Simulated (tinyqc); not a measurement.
# Worked calculation: surface Green function of a dimerised chain, Sancho-Rubio decimation

Numbers from tinyqc (`OMP_NUM_THREADS=1 python tinyqc.py 2680112 2680113 out.jsonl`; about 0.02 s on one thread of a shared Intel Xeon 2.30GHz). Printed values are rounded.

A semi-infinite lead of cells 0, 1, 2, ... with H0 inside a cell and H1 = <cell i|H|cell i + 1>. Cell A, B with A at the surface; -t1 joins A and B, -t2 joins B to the next A. z = E + i eta.

Values chosen for this exercise: hopping inside the cell t1 = 1.32 eV; hopping between cells t2 = 1 eV; site energy, +dl on A and -dl on B dl = 0 eV; energy E = -2.18 eV; broadening eta = 0.001 eV.

## The blocks

Read off from the list of hoppings.

H0 (eV):
```
       A      B
A      0  -1.32
B  -1.32      0
```

H1 (eV):
```
    A  B
A   0  0
B  -1  0
```

## Round 1: decimation

Start with e_s = e = H0, a = H1, b = H1^dagger. Each round: g = (z - e)^(-1); e_s <- e_s + a g b; e <- e + a g b + b g a; a <- a g a; b <- b g b (all with the old a, b). Round k joins cells 2^k apart.

g (1/eV):
```
                     A                    B
A  -0.724252-0.000717i  -0.438537-0.000635i
B  -0.438537-0.000635i  -0.724252-0.000717i
```

e_s after round 1 (eV):
```
                   A                  B
A   0.00000+0.00000i  -1.32000+0.00000i
B  -1.32000+0.00000i  -0.72425-0.00072i
```

e after round 1 (eV):
```
                   A                  B
A  -0.72425-0.00072i  -1.32000+0.00000i
B  -1.32000+0.00000i  -0.72425-0.00072i
```

a after round 1 (eV):
```
                     A                   B
A   0.000000+0.000000i  0.000000+0.000000i
B  -0.438537-0.000635i  0.000000+0.000000i
```

b after round 1 (eV):
```
                    A                    B
A  0.000000+0.000000i  -0.438537-0.000635i
B  0.000000+0.000000i   0.000000+0.000000i
```

## Round 2: decimation

As before.

g (1/eV):
```
                   A                  B
A  -3.86283-0.04669i  -3.50257-0.04646i
B  -3.50257-0.04646i  -3.86283-0.04669i
```

e_s after round 2 (eV):
```
                   A                  B
A   0.00000+0.00000i  -1.32000+0.00000i
B  -1.32000+0.00000i  -1.46710-0.01185i
```

e after round 2 (eV):
```
                   A                  B
A  -1.46710-0.01185i  -1.32000+0.00000i
B  -1.32000+0.00000i  -1.46710-0.01185i
```

a after round 2 (eV):
```
                     A                   B
A   0.000000+0.000000i  0.000000+0.000000i
B  -0.673569-0.010887i  0.000000+0.000000i
```

b after round 2 (eV):
```
                    A                    B
A  0.000000+0.000000i  -0.673569-0.010887i
B  0.000000+0.000000i   0.000000+0.000000i
```

## Round 3: decimation

As before.

g (1/eV):
```
                  A                 B
A  0.57727-0.01898i  1.06916-0.01587i
B  1.06916-0.01587i  0.57727-0.01898i
```

e_s after round 3 (eV):
```
                   A                  B
A   0.00000+0.00000i  -1.32000+0.00000i
B  -1.32000+0.00000i  -1.20499-0.01199i
```

e after round 3 (eV):
```
                   A                  B
A  -1.20499-0.01199i  -1.32000+0.00000i
B  -1.32000+0.00000i  -1.20499-0.01199i
```

a after round 3 (eV):
```
                    A                   B
A  0.000000+0.000000i  0.000000+0.000000i
B  0.485178+0.008484i  0.000000+0.000000i
```

b after round 3 (eV):
```
                    A                   B
A  0.000000+0.000000i  0.485178+0.008484i
B  0.000000+0.000000i  0.000000+0.000000i
```

## Course of the decimation

Stop when the largest entry of a and b is below 1e-12 eV, or after 60 rounds. The last column is -Im Tr (z - e_s)^(-1)/pi. At the end g_s = (z - e_s)^(-1), and the bulk Green function is (z - e)^(-1).

Course of the iteration:
```
round  largest |a|, |b| (eV)  surface density of states (1/eV)
1                      0.439                        0.00233309
2                      0.674                          0.751814
3                      0.485                          0.187687
4                      0.392                         0.0330680
5                       1.37                         0.0533141
6                      0.506                         0.0746982
7                      0.410                          0.601400
8                      0.337                          0.288117
9                      0.224                          0.524671
10                    0.0580                          0.469367
11                   4.26e-3                          0.464572
12                   2.31e-5                          0.464546
13                  6.80e-10                          0.464546
14                   < 1e-13                          0.464546
```

Converged in 14 rounds, which stand for 2^14 cells. E lies inside a band (1 open mode(s)), where only eta damps the waves, over about v/eta cells with v the group velocity in eV a cell.

## Self-energy, Dyson check and densities of states

converged surface Green function g_s (1/eV):
```
                   A                  B
A  -0.91837-0.39199i  -0.75942-0.64668i
B  -0.75942-0.64668i  -1.25469-1.06742i
```

converged bulk Green function (1/eV):
```
                   A                  B
A  -0.00439-1.27365i   0.37419-1.21603i
B   0.37419-1.21603i  -0.00439-1.27365i
```

Sigma = H1 g_s H1^dagger is what the lead adds to one more cell, and (z - H0 - Sigma)^(-1) must give g_s back. Densities of states: -Im of the diagonals over pi.

Sigma (eV):
```
                    A                    B
A  0.000000+0.000000i   0.000000+0.000000i
B  0.000000+0.000000i  -0.918370-0.391988i
```

(z - H0 - Sigma)^(-1) (1/eV):
```
                   A                  B
A  -0.91837-0.39199i  -0.75942-0.64668i
B  -0.75942-0.64668i  -1.25469-1.06742i
```

```
orbital  surface density of states (1/eV)  bulk density of states (1/eV)
A                                0.124774                       0.405417
B                                0.339772                       0.405417
```

The surface cell holds 0.465 states per eV against 0.811 for a bulk cell.
